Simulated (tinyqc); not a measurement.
Changing the oxidant pressure p: Deal-Grove kinetics of thermal oxidation of silicon. Computed by tinyqc, a small Python program. Command: `OMP_NUM_THREADS=1 python tinyqc.py 3020181 3020182 out.jsonl oxide sweep`. One thread of a shared host (Intel(R) Xeon(R) Processor @ 2.30GHz), about 0.2 s of CPU time with the checks.

Oxidant diffuses through the oxide and reacts at the interface, so that dx/dt = B/(A + 2x) for the oxide thickness x.

Inputs (values chosen for the exercise, close to those used for silicon):
```
quantity                       value    unit
prefactor B0                     723  um^2/h
activation energy E_B           1.24      eV
prefactor (B/A)0            7.11e+06    um/h
activation energy E_A           2.01      eV
temperature T                    900       C
pressure exponent m of B/A       0.7       -
initial oxide x_i                0.1      um
time t                          0.29       h
```

Ambient: dry oxygen. Surface: (111).

Constants: k_B = 8.617333262e-05 eV/K.

Method:
- B = B0 p exp(-E_B/(k_B T)), B/A = (B/A)0 p^m exp(-E_A/(k_B T)), p in atm; A = B/(B/A).
- Temperatures in kelvin are T(C) + 273.15.
- tau = (x_i^2 + A x_i)/B and x = (A/2) [sqrt(1 + 4 B (t + tau)/A^2) - 1], the root of x^2 + A x = B (t + tau).
- Silicon consumed is 0.44 times the oxide grown; the rate is B/(A + 2x).

One run for each value; columns: (1) oxidant pressure p (atm); (2) oxide thickness x (um); (3) length A (um); (4) final growth rate (um/h); (5) parabolic constant B (um^2/h):
```
(1)      (2)     (3)     (4)        (5)
0.05  0.1002  0.0841  0.0006  1.703e-04
0.12  0.1004  0.1094  0.0013  4.087e-04
0.3   0.1009  0.1440  0.0030  1.022e-03
0.72  0.1018  0.1872  0.0063  2.452e-03
1.7   0.1038  0.2423  0.0129  5.789e-03
4.2   0.1079  0.3178  0.0268  1.430e-02
10    0.1157  0.4122  0.0529  3.405e-02
25    0.1319  0.5427  0.1056  8.514e-02
```

Over the rows, oxide thickness x (um) rises from 0.100 to 0.132 (exponent d ln y / d ln x 0.0024 between the first rows and 0.14 between the last); length A (um) rises from 0.0841 to 0.543 (exponent d ln y / d ln x about 0.30 throughout); final growth rate (um/h) rises from 5.99e-4 to 0.106 (exponent d ln y / d ln x 0.90 between the first rows and 0.75 between the last). B is proportional to p and B/A to p^0.7, so A goes as p^0.30. The exponent of x is bounded by m in the linear regime and tends to 1/2 in the parabolic one.
